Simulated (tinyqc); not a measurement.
# Threshold-voltage variability of a planar MOSFET, analytic estimates: effect of the channel doping

Three independent sources add in quadrature: random dopants in the depleted layer, metal-gate grains of two orientations, and roughness of the two gate edges acting through the roll-off VT = VT(long) - Vr exp(-L/l). These are first-order estimates: no three-dimensional electrostatics, no percolation.

ni = sqrt(Nc Nv) exp(-Eg/(2 Vt)), Eg in volts; Cox = 3.9 eps0/ti; Wd = sqrt(4 eps0 eps_r Vt ln(Na/ni)/(q Na)); dopants: s1 = (q/Cox) sqrt(Na Wd/(3 L W)). Grains: Ng = L W/G^2 (at least 1), s2 = dW sqrt(p (1 - p)/Ng). Edges, with exponential correlation and u = W/La: the mean gate length has sL^2 = 2 De^2 (2/u)[1 - (1 - exp(-u))/u]; s3 = sL (Vr/l) exp(-L/l). s = sqrt(s1^2 + s2^2 + s3^2). l and Vr are held fixed.

Parameters, values chosen for the exercise; material values close to those of silicon:
- T = 293 K (temperature)
- Eg = 1.11 eV (band gap)
- eps_r = 11.8 (relative permittivity of the semiconductor)
- Nc = 2.65e19 cm^-3 (conduction-band density of states at T)
- Nv = 2.55e19 cm^-3 (valence-band density of states at T)
- ti = 1.9 nm (oxide-equivalent thickness in inversion)
- L = 20 nm (gate length)
- W = 86 nm (gate width)
- G = 10 nm (metal grain size)
- dW = 0.2 eV (work-function difference of the two grain orientations)
- p = 0.6 (share of the orientation of higher work function)
- De = 1.6 nm (rms roughness of one gate edge)
- La = 10 nm (correlation length of the roughness)
- l = 4.6 nm (decay length of the threshold roll-off)
- Vr = 2.3 V (prefactor of the roll-off)

Constants: q = 1.602176634e-19 C, kB = 1.380649e-23 J/K, Vt = kB T/q, eps0 = 8.8541878128e-14 F/cm where lengths are in cm. Results are converted to the units shown.

The same in every row: s2 (mV) = 23.625; s3 (mV) = 6.6343.

Results:

| Na (cm^-3) | s1 (mV) | s (mV) | s sqrt(L W) (mV um) |
|---|---|---|---|
| 1.5e17 | 13.935 | 28.219 | 1.1703 |
| 2.6e17 | 16.118 | 29.359 | 1.2176 |
| 4.7e17 | 18.847 | 30.941 | 1.2832 |
| 8.2e17 | 21.826 | 32.841 | 1.3620 |
| 1.5e18 | 25.587 | 35.452 | 1.4703 |
| 4.5e18 | 34.148 | 42.051 | 1.7440 |
| 8e18 | 39.709 | 46.679 | 1.9359 |

Estimate the missing row, Na = 2.6e18 cm^-3.

Computed row:

| Na (cm^-3) | s1 (mV) | s (mV) | s sqrt(L W) (mV um) |
|---|---|---|---|
| 2.6e18 | 29.568 | 38.424 | 1.5936 |

With this row back in the table: As Na goes from 1.5e17 to 8e18 cm^-3, s rises from 28.2 to 46.7 mV. The largest source is the grains in the first row and the dopants in the last. s1 goes on average as Na^(0.26), near the 1/4 expected from Na Wd. For Na = 1.5e17 to 2.6e18 cm^-3 the depletion depth exceeds L, so source and drain share much of the charge and s1 is rough.

tinyqc, about 0.02 s, one thread, Intel Xeon 2.30GHz (shared host): `OMP_NUM_THREADS=1 python tinyqc.py 2090103 2090104 out.jsonl`
